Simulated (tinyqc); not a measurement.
On-chip power grid, static voltage drop by conjugate gradients: one step of the calculation.

A grid of 4 rows and 4 columns, node k = 4 row + column. Neighbours in a row are joined by Rx, in a column by Ry; pad nodes, which reach the supply through Rp: 0, 15. Each node draws I0, node 8 draws kh I0. The drops u = Vdd - V solve G u = i, with G the conductance matrix (1/Rp added on the diagonal at pad nodes).

Problem. Worst drop, pad currents and power lost. Pad current u/Rp; worst drop as a share of Vdd; power lost in the grid and pads sum_k i_k u_k; power delivered sum_k i_k (Vdd - u_k).

Values chosen for this exercise: supply voltage Vdd = 0.7 V; resistance from a pad node to the supply Rp = 0.39 ohm; load current of an ordinary node I0 = 11 mA; factor on the load at the hot node kh = 3.

converged u (mV):
```
           col 0      col 1      col 2      col 3
row 0   39.77007   95.34690  110.74129  110.81890
row 1   88.14438  105.83538  109.08948  101.72679
row 2  118.75131  114.24247  103.49117   79.90995
row 3  124.16962  116.56735   95.02689   37.44993
```

Wanted: worst drop; share of Vdd; pad currents; power lost; power delivered.

Solution.

worst drop = 124.2 mV
share of Vdd = 17.74 %
pad currents (mA): node 0 102.0, node 15 96.03
power lost = 19.67 mW
power delivered = 118.9 mW

The pad currents add up to the total load, 198.0 mA. The worst drop is at node 12, not at the hot node.

Computed by the program tinyqc: `OMP_NUM_THREADS=1 python tinyqc.py 2770194 2770195 out.jsonl`, one thread of a shared Intel Xeon 2.30GHz, about 0.1 s for the whole run.
